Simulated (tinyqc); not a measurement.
Inside a calculation. Model: potential-pH (Pourbaix) lines of a metal, its cation, its oxide and an oxyanion, with a complexing ligand. Computed by tinyqc, a small Python program that keeps every step. Command: `OMP_NUM_THREADS=1 python tinyqc.py 3001018 3001019 out.jsonl pourb walk`. One thread of a shared host (Intel(R) Xeon(R) Processor @ 2.30GHz), about 0.02 s of CPU time with the checks. Intermediate numbers are printed to about 5 digits and carried at full precision; extremes and crossings named in words are read from the listed rows.

Potentials are against the standard hydrogen electrode; solids and water have unit activity; dG_f of M, H+ and the electron is zero; F = e N_A and s = R T ln(10)/F. The cation carries z = 2.

Inputs (values chosen for the exercise, for a model metal): dG_f of the cation = -54.69 kJ/mol; dG_f of the oxide = -208.51 kJ/mol; dG_f of the oxyanion = -269.6 kJ/mol; dG_f of water = -237.14 kJ/mol; temperature T = 298.15 K; log10 of the dissolved activity a = -6; pH = 1.3; potential E = 0.66 V; log10 of the stability constant beta of ML = 4.7; pKa of HL = 9.8; total ligand c_L = 0.047 mol/L; limiting current density i_L = 4.9e-05 A/cm^2; molar volume V_m = 6.67 cm^3/mol.

Species: M, M2+, MO, MO2(2-).

exchange current densities, metal and cathodic (A/cm^2): [1.3e-06, 2.3e-10]

Tafel slopes, anodic and cathodic (mV/decade): [60, 150]

Constants: R = 8.314462618 J/(mol K); e = 1.602176634e-19 C; N_A = 6.02214076e+23 1/mol.

## Standard potentials

M2+ + 2e = M; MO + 2H+ + 2e = M + H2O; MO2(2-) + 4H+ + 2e = M + 2H2O. For each, E0 = -dG/(z F), and E = E0 + (s/z) log10 a - (s n_H/z) pH, with no activity term for the oxide.

s = 0.059159 V

E0 (V): cation -0.2834, oxide 0.1484, oxyanion 1.0607

The metal is less noble than hydrogen.

## Vertical lines

Two oxidised species coexist where their lines against the metal cross: pH1 (cation/oxide) = [E0(oxide) - E0(cation)]/s - (log10 a)/z; pH2 (oxide/oxyanion) = {[E0(oxyanion) - E0(oxide)]/s + (log10 a)/z}/(4/z - 1).

pH1 = 10.299

pH2 = 12.421

width of the oxide field, pH2 - pH1 = 2.1228

The oxide is stable from pH 10.30 to 12.42; each decade less of dissolved metal narrows this field by 1.00 pH units.

## The stable species at (pH, E)

The metal is stable below the lowest of the three lines; above it, the species of the lowest line is stable. Water lines at 1 bar: hydrogen E = -s pH, oxygen E = -dG_f(water)/(2F) - s pH.

lines at this pH (V): cation -0.46089, oxide 0.07146, oxyanion 0.72939

upper limit of immunity = -0.46089 V

hydrogen line = -0.076907 V

oxygen line = 1.1520 V

E above the limit of immunity = 1.1209 V

Stable here: the cation (corrosion). Water itself can oxidise the metal at this pH. Caution: other oxidation states, hydroxides and hydrides are left out, and the lines say nothing of rates.

## A complexing ligand

The free ligand is c_L/(1 + 10^(pKa - pH)) (ligand in excess); dissolved metal is a in all, so the free cation is a/alpha, alpha = 1 + beta [L]; the cation line drops by (s/z) log10 alpha.

free ligand = 1.4863e-10 mol/L

log10 alpha = 3.2350e-06

cation line with ligand = -0.46089 V

that line less the oxide line = -0.53235 V

With the ligand the dissolved state lies below the oxide: the oxide dissolves at this pH.

## Mixed potential with oxygen reduction

Anodic i = i0a 10^((E - E_a)/b_a) with E_a the cation line with ligand; cathodic i = i0c 10^((E_c - E)/b_c) with E_c the oxygen line; supply caps the cathodic current, 1/i_c = 1/i(Tafel) + 1/i_L. E_corr makes the two currents equal. Without the cap it would be [b_c E_a + b_a E_c + b_a b_c log10(i0c/i0a)]/(b_a + b_c). Rate = i V_m/(z F). Films are left out.

E_corr without the cap = -0.16088 V

corrosion potential E_corr = -0.36631 V

corrosion current density = 4.8999e-05 A/cm^2

i/i_L = 0.99998

etch rate = 1.0162 nm/min

The current sits at the supply limit: stirring or more oxidant, not the ligand, sets the rate. Caution: E_corr lies below the hydrogen line, so hydrogen evolution, left out here, adds cathodic current.

## The diagram with and without ligand

The formulas are those given above.

Lines against the metal (V); the species with the lowest line is stable above it:
```
pH    cation     oxide  oxyanion  stable above  cation with ligand  stable above, ligand
0   -0.46089   0.14836   0.88320        cation            -0.46089             dissolved
2   -0.46089   0.03005   0.64656        cation            -0.46089             dissolved
4   -0.46089  -0.08827   0.40993        cation            -0.46094             dissolved
5   -0.46089  -0.14743   0.29161        cation            -0.46136             dissolved
6   -0.46089  -0.20659   0.17329        cation            -0.46496             dissolved
7   -0.46089  -0.26575   0.05497        cation            -0.48084             dissolved
8   -0.46089  -0.32491  -0.06335        cation            -0.50753             dissolved
9   -0.46089  -0.38407  -0.18167        cation            -0.53512             dissolved
10  -0.46089  -0.44323  -0.29999        cation            -0.55436             dissolved
12  -0.46089  -0.56155  -0.53662         oxide            -0.56056                 oxide
14  -0.46089  -0.67987  -0.77326      oxyanion            -0.56064              oxyanion
```

Without ligand the oxide holds 1 of the eleven rows (pH 12 to 12), with it 1 (pH 12). The ligand acts once beta [L] exceeds 1, from pH = pKa - log10(beta c_L) = 6.4 on; its line then falls by at most s/z per pH unit and flattens beyond pKa, 0.100 V below the free cation at most. The oxide line falls faster, by s per pH unit.

Checks made by the program: the lines cross at pH1 and pH2 (relative difference below 1e-10).
